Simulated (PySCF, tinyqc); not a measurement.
CID on RHF in the sto-6g basis, for H4, spin multiplicity 1, step by step. The lowest restricted solution is unstable here: a spin-polarised one lies 0.1681 hartree lower (PySCF). Computed by tinyqc, a small Python program that keeps every step (integrals from PySCF). Settings: charge = 0, multiplicity = 1, basis = sto-6g, method = RHF, energy threshold = 1e-10, iteration cap = 57, orthogonalisation = canonical, start = core, DIIS depth = 6, ci = CID, davidson = 1. Command: `OMP_NUM_THREADS=1 python tinyqc.py 22589 22590 out.jsonl` (the two numbers bound the seeds that draw the settings). One thread of a shared host (Intel(R) Xeon(R) Processor @ 2.60GHz), about 0.1 s of CPU time with the checks. The early iterations of the SCF are left out here.

## One-electron integrals

Geometry (angstrom):

| atom | x | y | z |
|---|---|---|---|
| H | 0.000000 | 0.000000 | 0.000000 |
| H | 0.000000 | 0.000000 | 1.620000 |
| H | 0.000000 | 0.000000 | 2.829000 |
| H | 0.000000 | 0.000000 | 4.449000 |

Basis sto-6g: exponents (1/bohr^2) and contraction coefficients of normalised primitives:

| element | l (shell) | exponent | coefficient |
|---|---|---|---|
| H | s (1) | 35.523221 | 0.009164 |
| H | s (1) | 6.513144 | 0.049361 |
| H | s (1) | 1.822143 | 0.168538 |
| H | s (1) | 0.625955 | 0.370563 |
| H | s (1) | 0.243077 | 0.416492 |
| H | s (1) | 0.100112 | 0.130334 |

Overlap, kinetic and nuclear-attraction integrals over the contracted functions; the nuclear repulsion is the sum of Za Zb / Rab.

nuclear repulsion = 1.58405545 hartree

overlap S:
```
          1H 1s     2H 1s     3H 1s     4H 1s
1H 1s  1.000000  0.215596  0.029449  0.001295
2H 1s  0.215596  1.000000  0.382918  0.029449
3H 1s  0.029449  0.382918  1.000000  0.215596
4H 1s  0.001295  0.029449  0.215596  1.000000
```

kinetic energy T (hartree):
```
           1H 1s      2H 1s      3H 1s      4H 1s
1H 1s   0.768522  -0.000081  -0.007076  -0.000588
2H 1s  -0.000081   0.768522   0.052326  -0.007076
3H 1s  -0.007076   0.052326   0.768522  -0.000081
4H 1s  -0.000588  -0.007076  -0.000081   0.768522
```

nuclear attraction V (hartree):
```
           1H 1s      2H 1s      3H 1s      4H 1s
1H 1s  -1.871419  -0.357175  -0.047974  -0.001950
2H 1s  -0.357175  -2.184366  -0.744096  -0.047974
3H 1s  -0.047974  -0.744096  -2.184366  -0.357175
4H 1s  -0.001950  -0.047974  -0.357175  -1.871419
```

core Hamiltonian H = T + V (hartree):
```
           1H 1s      2H 1s      3H 1s      4H 1s
1H 1s  -1.102897  -0.357256  -0.055051  -0.002538
2H 1s  -0.357256  -1.415843  -0.691770  -0.055051
3H 1s  -0.055051  -0.691770  -1.415843  -0.357256
4H 1s  -0.002538  -0.055051  -0.357256  -1.102897
```

## Two-electron integrals

Functions are numbered as in S; the eight-fold symmetry (ij|kl) = (ji|kl) = (kl|ij) leaves the list below.

Two-electron integrals (ij|kl) in chemists' order, unique and non-zero (hartree):
```
(11|11) 0.774999   (21|11) 0.111493   (21|21) 0.025642   (22|11) 0.322345
(22|21) 0.111493   (22|22) 0.774999   (31|11) 0.011159   (31|21) 0.002882
(31|22) 0.015175   (31|31) 0.000376   (32|11) 0.092174   (32|21) 0.030597
(32|22) 0.223790   (32|31) 0.005039   (32|32) 0.089113   (33|11) 0.187025
(33|21) 0.057847   (33|22) 0.415419   (33|31) 0.011159   (33|32) 0.223790
(33|33) 0.774999   (41|11) 0.000347   (41|21) 0.000096   (41|22) 0.000549
(41|31) 0.000014   (41|32) 0.000210   (41|33) 0.000549   (41|41) 5.97e-07
(42|11) 0.005374   (42|21) 0.001639   (42|22) 0.011159   (42|31) 0.000282
(42|32) 0.005039   (42|33) 0.015175   (42|41) 0.000014   (42|42) 0.000376
(43|11) 0.031668   (43|21) 0.008990   (43|22) 0.057847   (43|31) 0.001639
(43|32) 0.030597   (43|33) 0.111493   (43|41) 0.000096   (43|42) 0.002882
(43|43) 0.025642   (44|11) 0.118943   (44|21) 0.031668   (44|22) 0.187025
(44|31) 0.005374   (44|32) 0.092174   (44|33) 0.322345   (44|41) 0.000347
(44|42) 0.011159   (44|43) 0.111493   (44|44) 0.774999
```

## Orthogonalisation

S = U s U^T; canonical form X = U s^(-1/2), so that X^T S X = 1. Each column of U has its largest component positive (the first on a tie).

eigenvalues of S: 0.541323  0.881533  1.074464  1.502680

X:
```
               1          2          3         4
1H 1s  -0.362288   0.676635   0.631840  0.253288
2H 1s   0.890175  -0.330695   0.257149  0.518251
3H 1s  -0.890175  -0.330695  -0.257149  0.518251
4H 1s   0.362288   0.676635  -0.631840  0.253288
```

## Iteration 10 (converged): orbitals

converged F (hartree):
```
           1H 1s      2H 1s      3H 1s      4H 1s
1H 1s  -0.129369  -0.252183  -0.053464   0.030640
2H 1s  -0.252183  -0.209450  -0.332232  -0.053464
3H 1s  -0.053464  -0.332232  -0.209450  -0.252183
4H 1s   0.030640  -0.053464  -0.252183  -0.129369
```

Diagonalise F' = X^T F X, C = X C', fill 2 alpha and 2 beta electrons from the bottom; D = 2 C_occ C_occ^T. Each column has its largest component positive (the first on a tie).

F' = X^T F X (hartree):
```
           1          2          3          4
1   0.408930   0.000000  -0.057046   0.000000
2   0.000000   0.064687   0.000000  -0.011328
3  -0.057046   0.000000  -0.240670   0.000000
4   0.000000  -0.011328   0.000000  -0.464127
```

orbital energies (hartree): MO1 -0.464370, MO2 -0.245641, MO3 0.064930, MO4 0.413902

coefficients C:
```
            MO1        MO2        MO3        MO4
1H 1s  0.267715   0.598000   0.671057  -0.415777
2H 1s  0.511053   0.333464  -0.341714   0.864487
3H 1s  0.511053  -0.333464  -0.341714  -0.864487
4H 1s  0.267715  -0.598000   0.671057   0.415777
```

D after iteration 10:
```
           1H 1s      2H 1s      3H 1s      4H 1s
1H 1s   0.858551   0.672456  -0.125191  -0.571867
2H 1s   0.672456   0.744747   0.299954  -0.125191
3H 1s  -0.125191   0.299954   0.744747   0.672456
4H 1s  -0.571867  -0.125191   0.672456   0.858551
```

## Convergence

Stop when the energy changes by less than 1e-10 hartree and every element of the error matrix X^T (F D S - S D F) X is below 3e-06.

Course of the cycle:

| iteration | E (hartree) | change | largest element of the error matrix |
|---|---|---|---|
| 1 | -1.38233667 | - | 6.42e-01 |
| 2 | -1.72743387 | -3.45e-01 | 2.72e-01 |
| 3 | -1.79892205 | -7.15e-02 | 1.95e-02 |
| 4 | -1.79992181 | -1.00e-03 | 8.44e-03 |
| 5 | -1.79999846 | -7.66e-05 | 4.91e-03 |
| 6 | -1.80001690 | -1.84e-05 | 3.55e-03 |
| 7 | -1.80002427 | -7.37e-06 | 2.83e-03 |
| 8 | -1.80003684 | -1.26e-05 | 1.09e-04 |
| 9 | -1.80003686 | -1.47e-08 | 2.19e-06 |
| 10 | -1.80003686 | -3.95e-12 | 2.38e-07 |

PySCF RHF in the same basis = -1.80003686 hartree

Converged in 10 iterations.

## Integrals over molecular orbitals

(pq|rs) = sum C_ip C_jq C_kr C_ls (ij|kl), one index at a time.

one-electron integrals over orbitals h = C^T H C (hartree):
```
           1          2          3          4
1  -1.485009   0.000000   0.131574   0.000000
2   0.000000  -1.189072   0.000000  -0.098950
3   0.131574   0.000000  -1.109616   0.000000
4   0.000000  -0.098950   0.000000  -1.028203
```

Two-electron integrals over orbitals (pq|rs), unique and non-zero (hartree):
```
(11|11) 0.465586    (21|21) 0.110929    (22|11) 0.332991    (22|22) 0.388377
(31|11) -0.098471   (31|22) 0.035688    (31|31) 0.096237    (32|21) 0.104480
(32|32) 0.194712    (33|11) 0.341924    (33|22) 0.390824    (33|31) 0.030437
(33|33) 0.400447    (41|21) 0.056169    (41|32) -0.044456   (41|41) 0.129132
(42|11) 0.094314    (42|22) -0.033508   (42|31) -0.091784   (42|33) -0.035628
(42|42) 0.096077    (43|21) -0.112108   (43|32) -0.109745   (43|41) -0.056445
(43|43) 0.120136    (44|11) 0.481321    (44|22) 0.352335    (44|31) -0.098685
(44|33) 0.360165    (44|42) 0.100427    (44|44) 0.516647
```

## CID: determinants and Hamiltonian

Hartree-Fock energy = -1.80003686 hartree

Slater-Condon rules over spin orbitals, with the nuclear repulsion added and E(HF) subtracted on the diagonal. Only determinants linked to the reference directly or through others are kept (one block of an abelian symmetry group), so some states are absent.

Occupation strings over the orbitals (2 doubly, a alpha, b beta, 0 empty; spin orbitals ordered 1a 1b 2a 2b ...): 2200 aabb 2020 abab 2002 abba baab 0220 baba 0202 bbaa

H - E(HF) between determinants (hartree):
```
           2200       aabb       2020       abab       2002       abba       baab       0220
2200   0.000000   0.047327   0.194712   0.044456   0.096077  -0.091784  -0.091784   0.096237
aabb   0.047327   0.600687  -0.044456  -0.194712   0.091784  -0.096077  -0.096237   0.091784
2020   0.194712  -0.044456   0.236095  -0.067651   0.120136   0.112108   0.112108   0.110929
abab   0.044456  -0.194712  -0.067651   0.639439  -0.112108  -0.120136  -0.110929  -0.112108
2002   0.096077   0.091784   0.120136  -0.112108   1.006923   0.020324   0.020324   0.000000
abba  -0.091784  -0.096077   0.112108  -0.120136   0.020324   0.507909   0.000000   0.020324
baab  -0.091784  -0.096237   0.112108  -0.110929   0.020324   0.000000   0.507909   0.020324
0220   0.096237   0.091784   0.110929  -0.112108   0.000000   0.020324   0.020324   0.749413
baba   0.044456  -0.129132  -0.067651   0.000000  -0.112108  -0.110929  -0.120136  -0.112108
0202   0.129132  -0.044456   0.000000  -0.067651   0.110929   0.112108   0.112108   0.120136
bbaa   0.047327   0.000000  -0.044456  -0.129132   0.091784  -0.096237  -0.096077   0.091784

           baba       0202       bbaa
2200   0.044456   0.129132   0.047327
aabb  -0.129132  -0.044456   0.000000
2020  -0.067651   0.000000  -0.044456
abab   0.000000  -0.067651  -0.129132
2002  -0.112108   0.110929   0.091784
abba  -0.110929   0.112108  -0.096237
baab  -0.120136   0.112108  -0.096077
0220  -0.112108   0.120136   0.091784
baba   0.639439  -0.067651  -0.194712
0202  -0.067651   1.071754  -0.044456
bbaa  -0.194712  -0.044456   0.600687
```

## CID: roots

Diagonalise (each vector has its largest component positive (the first on a tie)); all determinants have Ms = 0, so triplets appear too. The lowest singlet root is the correlation energy.

lowest roots of this matrix, relative to E(HF) (hartree): -0.192440  0.084529  0.250780  0.506954  0.552327  0.615263  0.688754  0.725481

lowest vectors:
```
         root 1    root 2     root 3     root 4
2200   0.819873  0.000000   0.486093   0.000000
aabb  -0.074463  0.408248   0.105227   0.050336
2020  -0.486851  0.000000   0.762275   0.000000
abab  -0.083597  0.408248  -0.029340   0.073662
2002  -0.015174  0.000000  -0.216899   0.000000
abba   0.158060  0.408248  -0.075887   0.701456
baab   0.158060  0.408248  -0.075887  -0.701456
0220  -0.023025  0.000000  -0.315480   0.000000
baba  -0.083597  0.408248  -0.029340  -0.073662
0202  -0.122444  0.000000   0.026301   0.000000
bbaa  -0.074463  0.408248   0.105227  -0.050336
```

<S^2> of these roots: 0.000000  6.000000  0.000000  2.000000  2.000000  0.000000  2.000000  0.000000

weight of the ground state by excitation level 0, 1, 2, ...: 0.672191  0.000000  0.327809

The reference has a weight of only 0.67: one determinant is a poor start here.

## The lowest root by the Davidson method

Start from the reference; add the residual divided by (theta - H_ii), orthogonalised, at each step.

Davidson iterations:

| iteration | subspace | lowest Ritz value (hartree) | residual norm |
|---|---|---|---|
| 1 | 1 | 0 | 3.14e-01 |
| 2 | 2 | -0.17608928 | 1.29e-01 |
| 3 | 3 | -0.19094455 | 3.72e-02 |
| 4 | 4 | -0.19236242 | 6.99e-03 |
| 5 | 5 | -0.19242893 | 2.23e-03 |
| 6 | 6 | -0.19243739 | 1.40e-03 |
| 7 | 7 | -0.19244031 | 4.57e-05 |
| 8 | 8 | -0.19244031 | 1.20e-16 |
